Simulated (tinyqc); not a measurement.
Metal gate on a two-layer dielectric stack with fixed charge and a dipole: two steps of the calculation.

Gate, layer 2, layer 1, p-type semiconductor; x runs from the gate inwards. Charges are counted in units of +q. psi is the band bending at the surface, positive towards inversion. Classical charge, Boltzmann statistics, no interface traps.

Inputs (values chosen for the exercise); band and dielectric values close to those of silicon, layer 1 close to silicon dioxide, layer 2 close to hafnium oxide:
```
symbol,value,unit,meaning
T,350,K,temperature
Eg,1.13,eV,band gap
eps_r,11.6,,relative permittivity
Nc,3.47e19,cm^-3,conduction-band density of states at T
Nv,3.38e19,cm^-3,valence-band density of states at T
chi,4.12,eV,electron affinity
Na,7.7e17,cm^-3,acceptor density
pM,4.57,eV,work function of the gate metal
t1,1.7,nm,"thickness of layer 1, next to the semiconductor"
e1,3.83,,relative permittivity of layer 1
t2,2.8,nm,"thickness of layer 2, next to the gate"
e2,21.5,,relative permittivity of layer 2
Q1,9.8e11,cm^-2,fixed charge at the semiconductor interface
Q2,-1.5e11,cm^-2,fixed charge between the layers
r1,0,cm^-3,uniform charge density in layer 1
r2,3.3e18,cm^-3,uniform charge density in layer 2
Vd,0,V,flat-band shift by a dipole layer between the layers
ps,1.049,V,band bending psi of the working point
```

Constants: q = 1.602176634e-19 C, kB = 1.380649e-23 J/K, Vt = kB T/q, eps0 = 8.8541878128e-14 F/cm where lengths are in cm. Results are converted to the units shown.

Task 1. Flat-band voltage, term by term. EOT = 3.9 (t1/e1 + t2/e2), Cox = eps0/(t1/e1 + t2/e2); phi_ms = pM - (chi + Eg - Vt ln(Nv/Na)). Vfb = phi_ms + Vd - (q/eps0) [Q1 (t1/e1 + t2/e2) + Q2 t2/e2 + r1 (t1^2/(2 e1) + t1 t2/e2) + r2 t2^2/(2 e2)]: each charge counts with its electrical distance from the gate.

Wanted: terms; Vfb.

Result 1.

terms (V): phi_ms -0.5659, dipole 0.0000, Q1 -0.1018, Q2 0.0035, r1 0.0000, r2 -0.0109
Vfb = -0.6751 V

Apart from phi_ms the largest term is that of Q1, -102 mV; all charges and the dipole together move Vfb by -109 mV.

Task 2. Charge in the semiconductor. ni = sqrt(Nc Nv) exp(-Eg/(2 Vt)), Eg in volts. Qs = -sign(psi) sqrt(2 q eps0 eps_r Na Vt [exp(-u) + u - 1 + (ni/Na)^2 (exp(u) - u - 1)]), u = psi/Vt.

Wanted: Qs.

Result 2.

Qs = -1.135 uC/cm^2

The surface is in strong inversion: psi exceeds 2 Vt ln(Na/ni) = 0.901 V.

tinyqc, about 0.01 s, one thread, Intel Xeon 2.30GHz (shared host): `OMP_NUM_THREADS=1 python tinyqc.py 2010083 2010084 out.jsonl`
